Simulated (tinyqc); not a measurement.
A log to judge: elastic strain and critical thickness of a cubic alloy layer A(1-x)B(x) on a thick substrate. Computed by tinyqc. Command: `OMP_NUM_THREADS=1 python tinyqc.py 3009815 3009816 out.jsonl misfit walk`. One thread of a shared host (Intel(R) Xeon(R) Processor @ 2.30GHz), about 0.01 s of CPU time with the checks.

Strain is positive in tension. The layer is coherent with the substrate unless said otherwise.

Inputs (values chosen for the exercise, for a model alloy): fraction x of B = 0.74; lattice constant a_A = 5.653 angstrom; lattice constant a_B = 5.451 angstrom; substrate lattice constant a_S = 5.645 angstrom; start of the iteration h0/b = 0.2.

Growth plane: (111). Layer: buried under a thick cap. Misfit dislocation: edge.

C11, C12, C44 of A (GPa): [106.8, 54.75, 53.08]

C11, C12, C44 of B (GPa): [145.8, 66.46, 75.21]

Method:
- a = (1 - x) a_A + x a_B, the same rule for each C_ij; misfit f = (a_S - a)/a, the in-plane strain of the coherent layer.
- Voigt averages: G = (C11 - C12 + 3 C44)/5, B = (C11 + 2 C12)/3, nu = (3 B - 2 G)/(2 (3 B + G)); b = a/sqrt(2). Edge dislocation with b in the interface: cos alpha = 0, cos lambda = 1.
- Matthews-Blakeslee: h_c = A [ln(h_c/b) + 1], A = b (1 - nu cos^2 alpha)/(4 pi |f| (1 + nu) cos lambda), the factor 4 pi being that of a buried layer, with a dislocation at both interfaces.
- Start at h0, put the right side back in, and stop when the change is below 1e-9 h or h turns negative.

Iteration:
```
step  h in (nm)  h out (nm)  change (nm)
1     0.0778315   -0.594086    -0.671918
```

Can the last value be used, and what does the course show?

No. The start lies below the lower, unphysical root of the equation, so h falls and turns negative, where the logarithm fails. Reruns converge with start of the iteration h0/b = 20.0; or with start of the iteration h0/b = 1.0.
